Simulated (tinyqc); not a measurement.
Inside a calculation. Model: free and trapped electrons in a MOS channel with a dense trap tail.

Program tinyqc, `OMP_NUM_THREADS=1 python tinyqc.py 2222104 2222105 out.jsonl`; Intel Xeon 2.30GHz, shared host, one thread, about 0.02 s. Printed values are rounded.

p-type body, charge-sheet picture, full ionisation (an idealisation for deep acceptors), Boltzmann statistics for free electrons. e = Ec - EF at the surface. Acceptor-like traps of density D(E) = D0 + De exp(-E/Ew) at depth E below Ec, from 0 to Eu, hold n_t = integral of D(E)/(1 + exp((e - E)/Vt)). psi = Eg - Vt ln(Nv/Na) - e; N_dep = sqrt(2 eps0 eps_r Na (psi - Vt)/q); n_f = sqrt(N_dep^2 + 2 eps0 eps_r Vt Nc exp(-e/Vt)/q) - N_dep; Vg = Vfb + psi + q (N_dep + n_t + n_f)/Cox, Cox = eps0 eox/tox.

Inputs (values chosen for the exercise); band and dielectric values close to those of 4H silicon carbide: temperature T = 250 K; band gap Eg = 3.23 eV; relative permittivity eps_r = 9.87; conduction-band density of states at T Nc = 1.29e19 cm^-3; valence-band density of states at T Nv = 1.86e19 cm^-3; relative permittivity of the insulator eox = 3.9; insulator thickness tox = 25 nm; acceptor density Na = 9e15 cm^-3; flat-band voltage without trapped charge Vfb = -2.29 V; constant background density of acceptor-like traps D0 = 2.8e11 cm^-2 eV^-1; density of the tail at the conduction edge De = 2.3e13 cm^-2 eV^-1; decay energy of the tail Ew = 0.07 eV; depth below Ec down to which the traps reach Eu = 0.98 eV; mobility of free electrons mf = 130 cm^2/(V s); Ec - EF at the surface e = 0.043 eV.

Constants: q = 1.602176634e-19 C, kB = 1.380649e-23 J/K, Vt = kB T/q, eps0 = 8.8541878128e-14 F/cm where lengths are in cm. Results are converted to the units shown.

Range of the model: EF lies less than 2 Vt below the band edge, or above it, where degeneracy and confinement, left out, matter.

## Trapped charge

Trapezoid rule on 16 equal steps from 0 to Eu, f = 1/(1 + exp((e - E)/Vt)).

```
point,E (eV),D(E) f (cm^-2 eV^-1)
0,0,2.78489e12
1,0.06125,6.90713e12
2,0.1225,4.17263e12
3,0.183750,1.94329e12
4,0.245,9.74457e11
5,0.306250,5.69524e11
6,0.3675,4.00693e11
7,0.428750,3.30312e11
8,0.49,3.00973e11
9,0.551250,2.88743e11
10,0.6125,2.83645e11
11,0.673750,2.81519e11
12,0.735,2.80633e11
13,0.796250,2.80264e11
14,0.8575,2.80110e11
15,0.918750,2.80046e11
16,0.98,2.80019e11
```

n_t = 1.17027e12 cm^-2

With 1600 steps n_t = 1.192e12 cm^-2; the coarse value is 1.9 % below it.

## Charges and gate voltage

psi, N_dep, n_f and Vg as defined, with the n_t given; free share n_f/(n_f + n_t); apparent mobility mf n_f/(n_f + n_t); gate voltage spent on traps q n_t/Cox.

psi = 3.02254 V
N_dep = 5.42809e11 cm^-2
n_f = 2.97782e11 cm^-2
Vg = 3.06503 V
free share = 20.2842 %
apparent mobility = 26.3694 cm^2/(V s)
gate voltage spent on traps = 1.35745 V
